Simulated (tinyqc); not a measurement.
From results back to parameters: defect, radiative and Auger recombination at equal electron and hole densities (ABC model). Five cases, with inputs chosen for the exercise.

Problem. The peak efficiency, the current at the peak and the differential lifetime there, tau_p = 1/(Ae + 2 B n_p + 3 C n_p^2), are given; Ae, B and C are hidden. n_p = sqrt(Ae/C), Q = B/sqrt(Ae C), IQE_max = Q/(Q + 2).

J/(e d) = Ae n + B n^2 + C n^3 with Ae = A + 4 S/w (four side walls, carriers spread evenly), e = 1.602176634e-19 C, lengths in cm; internal efficiency IQE = B n^2/(Ae n + B n^2 + C n^3); all injected carriers recombine in the layer.

Find: Q; Ae; n_p; B; C.

Method. Q = 2 IQE/(1 - IQE). At the peak B n = Q Ae and C n^2 = Ae, so 1/tau_p = Ae (4 + 2Q) and J = e d Ae n_p (2 + Q); B and C follow.

Case 1.

Values chosen (out of a larger set: orders of magnitude like those quoted for Ge; not measured data): d = 370 nm (active thickness).

IQE_max = 0.313061
J at the peak = 0.147699 A/cm^2
tau_p = 6605.19 ns

Solution.

Q = 0.911
Ae = 2.60e+04 1/s
n_p = 3.29e+17 1/cm^3
B = 7.2e-14 cm^3/s
C = 2.4e-31 cm^6/s

Case 2.

Values chosen (out of a larger set: orders of magnitude like those quoted for InGaAs; not measured data): d = 45 nm (active thickness).

IQE_max = 0.630547
J at the peak = 9.23831 A/cm^2
tau_p = 11.6916 ns

Solution.

Q = 3.41
Ae = 7.90e+06 1/s
n_p = 3.00e+17 1/cm^3
B = 9.0e-11 cm^3/s
C = 8.8e-29 cm^6/s

Case 3.

Values chosen (out of a larger set: orders of magnitude like those quoted for Si; not measured data): d = 160000 nm (active thickness).

IQE_max = 0.0268392
J at the peak = 3.25929 A/cm^2
tau_p = 33508.9 ns

Solution.

Q = 0.0552
Ae = 7.26e+03 1/s
n_p = 8.52e+16 1/cm^3
B = 4.7e-15 cm^3/s
C = 1.0e-30 cm^6/s

Case 4.

Values chosen (out of a larger set: orders of magnitude like those quoted for Si; not measured data): d = 270000 nm (active thickness).

IQE_max = 0.0276760
J at the peak = 1.05505 A/cm^2
tau_p = 90030.0 ns

Solution.

Q = 0.0569
Ae = 2.70e+03 1/s
n_p = 4.39e+16 1/cm^3
B = 3.5e-15 cm^3/s
C = 1.4e-30 cm^6/s

Case 5.

Values chosen (out of a larger set: orders of magnitude like those quoted for InP; not measured data): d = 110 nm (active thickness).

IQE_max = 0.902674
J at the peak = 2943.34 A/cm^2
tau_p = 0.982433 ns

Solution.

Q = 18.5
Ae = 2.48e+07 1/s
n_p = 3.28e+18 1/cm^3
B = 1.4e-10 cm^3/s
C = 2.3e-30 cm^6/s

Computed by tinyqc, one run a case: `OMP_NUM_THREADS=1 python tinyqc.py N N+1 out.jsonl` with N = 1651302, 1651364, 1651380, 1651418, 1651492; one thread of a shared Intel(R) Xeon(R) Processor @ 2.30GHz, about 0.01 s a run at most.
